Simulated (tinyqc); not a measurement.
Comparisons within one model: valley splitting of a silicon quantum well in envelope theory. A value that a table varies takes the place of the one given here.

The well lies at 0 < z < L; U(z) = V0 [1/(1 + exp(z/w)) + 1/(1 + exp((L - z)/w))] - e F z, 1 mV/nm = 1e-4 eV/angstrom. The envelope psi solves -(c/ml) psi'' + U psi = E psi, c = hbar^2/2m0, by three-point differences on a grid of 0.1 angstrom from -40 to L + 40 angstrom. The two valleys at +/- k0 couple through D = C0 times the integral of exp(-i q z) U(z) psi^2, q = 2 k0 (2 pi/a), and split by Ev = 2|D|.

Random alloy: with Y(z) = Yw + (Yb - Yw) B(z), B the bracket in U, and in-plane density exp(-r^2/ad^2)/(pi ad^2), D gains a random complex part of variance sigma^2 = (C0^2/pi)(a^2 V0/(8 ad (Yb - Yw)))^2 (4/a) times the integral of psi^4 Y (1 - Y). Alone it gives a mean splitting sqrt(pi) sigma; together with the smooth part the rms splitting is 2 sqrt(|D|^2 + sigma^2).

Constants: hbar^2/2m0 = 3.80998211 eV angstrom^2.

Inputs chosen for the exercise (near those of a strained Si well in SiGe; not measured data): L = 80 angstrom (well width); V0 = 0.18 eV (conduction offset); ml = 0.934 m0 (mass along z); F = 5.7 mV/nm (field pressing towards the upper interface); k0 = 0.841 2 pi/a (valley position); a = 5.431 angstrom (lattice constant); C0 = 0.258 (Bloch overlap factor); Yb = 0.29 (Ge share of the barrier); Yw = 0 (Ge share of the well); ad = 100 angstrom (dot radius); ws = (0.4, 0.6, 1, 1.2, 2, 2.6, 4.6) angstrom (interface widths); Ls = (80, 81.4, 82.7, 84.1, 85.4, 86.8, 88.1, 89.5) angstrom (widths in steps of one atomic layer, a/4, rounded to the grid); F2 = 0.5 mV/nm (second field, zero or weak); w1 = 0.4 angstrom (interface width for this table); w = 0.6 angstrom (interface width parameter).

## Sharpness of the interface

The smooth part 2|D| and the disorder part against w, beside y/sinh(y) with y = pi q w. The 12 to 88 % width of the step is 4w.

Results:
```
w (angstrom)  4w (angstrom)  2|D| (micro-eV)  y/sinh(y)  sqrt(pi) sigma (micro-eV)
0.4                     1.6            65.49       0.43                        9.3
0.6                     2.4            29.06       0.19                       10.1
1.0                     4.0             4.30      0.027                       12.2
1.2                     4.8             1.54     0.0096                       13.4
2.0                     8.0             0.02    0.00012                       18.9
2.6                    10.4             0.00    4.0e-06                       23.4
4.6                    18.4             0.00    3.4e-11                       38.9
```

How do the results move?

The smooth part needs a Fourier component of U psi^2 at a wavelength of 3.23 angstrom; from the first row to the third it falls by a factor 15.2, while y/sinh(y) falls by 15.8 (the envelope near the step and the phase between the two interfaces change too). The disorder part goes from 9.3 to 38.9 micro-eV, growing as the electron overlaps more alloy. It takes over between w = 0.6 and 1 angstrom, that is a step 2.4 to 4.0 angstrom wide, with 1.36 angstrom to an atomic layer.

## Adding atomic layers

The smooth splitting Ev = 2|D| with w = w1, at the field F2 and at F.

Results:
```
L (angstrom)  q L mod 2 pi  Ev at F2 (micro-eV)  Ev at F (micro-eV)
80.0                  4.88                 24.2                65.5
81.4                  1.32                 6.60                64.5
82.7                  3.85                 23.3                65.2
84.1                  0.29                 9.69                64.6
85.4                  2.82                 17.3                64.8
86.8                  5.54                 16.5                64.8
88.1                  1.79                 9.08                64.6
89.5                  4.51                 19.0                64.8
```

What does this show, and why?

At F2 the splitting swings between 6.6 and 24.2 micro-eV, a ratio of 3.66, as the two interfaces add with the phase q L, which advances on average by 2.64 rad a layer. At F the ratio is 1.01, where in the first row psi^2 at the upper interface is 116 times that at the lower one: one interface dominates and the interference fades.

## What each parameter does

Orbital spacing, psi^2 at z = L, the smooth splitting and sigma; V0 is held fixed when Yw changes. Each row changes one parameter from the base and keeps the others.

Results:
```
case               E2 - E1 (meV)  psi^2(L) (1e-3/angstrom)  2|D| (micro-eV)  sigma (micro-eV)
base                       20.78                     3.034            29.06               5.7
ad = 140 angstrom          20.78                     3.034            29.06               4.1
Yw = 0.03                  20.78                     3.034            29.06              80.4
L = 86 angstrom            20.05                     3.018            28.76               5.7
V0 = 0.225 eV              20.98                     2.396            29.10               5.6
w = 0.78 angstrom          20.81                     2.944            12.70               6.2
F = 8.55 mV/nm             25.59                     4.533            43.21               8.5
k0 = 0.821 2 pi/a          20.78                     3.034            31.18               5.7
C0 = 0.31                  20.78                     3.034            34.92               6.9
```

What does this show?

The largest shifts from the base row, up to three for each result and ties (the steps differ in size, so this ranks the rows, not the parameters). E2 - E1 (meV): F +4.81, L -0.73, V0 +0.20; unchanged at the printed digits by ad, Yw, k0 and C0. psi^2(L) (1e-3/angstrom): F +1.498, V0 -0.638, w -0.090; unchanged at the printed digits by ad, Yw, k0 and C0. 2|D| (micro-eV): w -16.37, F +14.15, C0 +5.86; unchanged at the printed digits by ad and Yw. sigma (micro-eV): Yw +74.7, F +2.8, ad -1.6; unchanged at the printed digits by L and k0.

Run: tinyqc, `OMP_NUM_THREADS=1 python tinyqc.py 1281577 1281578 out.jsonl`; Intel(R) Xeon(R) Processor @ 2.30GHz, one thread, shared host; about 0.1 s of CPU time with all checks.
